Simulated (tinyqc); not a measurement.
Superjunction drift layer against a plain one, charge balance: effect of the width of each pillar.

Alternating n and p pillars of equal width wp, doping N and length Lp. When depleted, the lateral field peaks at Ex = q N wp/(2 eps0 eps_r) at the pillar junctions and a uniform vertical field Ey is added; breakdown is taken where Ex^2 + Ey^2 = Ef^2. Only the n pillars conduct, narrowed by the zero-bias depletion. A first-order model: the field peaks at the pillar ends are left out.

Ec(N) = E16 (N/1e16 cm^-3)^(1/8), mu(N) = mi + (mx - mi)/(1 + (N/Nr)^0.9). Plain drift layer for BV: N solves BV = eps0 eps_r Ec(N)^2/(2 q N), W = 2 BV/Ec, Rsp = W/(q mu N). Ex = a Ef gives N = 2 eps0 eps_r a Ef/(q wp); Ey = Ef sqrt(1 - a^2); Lp = BV/Ey; xd = sqrt(eps0 eps_r Vb/(q N)) on each side; Rsp = 2 Lp/(q mu(N) N (1 - 2 xd/wp)). An imbalance dl leaves the mean net doping |dl| N/2, which tilts the vertical field by s = q |dl| N/(2 eps0 eps_r): BV(dl) = Ey Lp - s Lp^2/2, or Ey^2/(2 s) if the field reaches zero inside the pillar.

Parameters, values chosen for the exercise; values close to those of gallium nitride:
- eps_r = 9.34 (relative permittivity of the semiconductor)
- E16 = 3 MV/cm (critical field at a doping of 1e16 cm^-3)
- mx = 1060 cm^2/(V s) (mobility at low doping)
- mi = 60.8 cm^2/(V s) (mobility at high doping)
- Nr = 2e17 cm^-3 (reference doping of the mobility)
- BV = 1100 V (wanted breakdown voltage)
- Ef = 2.7 MV/cm (critical field inside the pillars)
- a = 0.75 (lateral peak field as a share of Ef)
- Vb = 2.8 V (built-in voltage of the pillar junctions)
- dl = -2.5 % (charge imbalance (Nn - Np)/N)

Constants: q = 1.602176634e-19 C, eps0 = 8.8541878128e-14 F/cm where lengths are in cm. Results are converted to the units shown.

The same in every row: Lp (um) = 6.1594; Rsp, plain (mohm cm^2) = 0.16247.

Results:
```
wp (um),N (cm^-3),"Rsp, pillars (mohm cm^2)",BV(dl) (V)
0.062,3.3717e18,0.051359,195.30
0.098,2.1331e18,0.046070,308.70
0.15,1.3936e18,0.046243,472.50
0.24,8.7102e17,0.049358,699.87
0.6,3.4841e17,0.064137,939.95
0.95,2.2005e17,0.078172,998.91
1.5,1.3936e17,0.099608,1036.0
```

Estimate the missing row, wp = 0.38 um.

Computed row:
```
wp (um),N (cm^-3),"Rsp, pillars (mohm cm^2)",BV(dl) (V)
0.38,5.5012e17,0.055089,847.28
```

With this row back in the table: As wp goes from 0.062 to 1.5 um, Rsp of the pillars goes from 0.0514 through a minimum of 0.0461 (at wp = 0.098 um among the rows listed) to 0.0996 mohm cm^2 and BV with the imbalance rises from 195 to 1040 V. Narrow pillars allow more doping and so less resistance, but the same relative imbalance then leaves more net charge. At the narrow end falling mobility and the depleted edges undo the gain. For wp = 0.062 to 0.15 um the aspect ratio passes 30, which is hard to make. For wp = 0.062 to 0.15 um the zero-bias depletion takes over 40 % of the pillar, and the on-state voltage would narrow it further.

Computed by the program tinyqc: `OMP_NUM_THREADS=1 python tinyqc.py 2590016 2590017 out.jsonl`, one thread of a shared Intel Xeon 2.30GHz, about 0.01 s for the whole run.
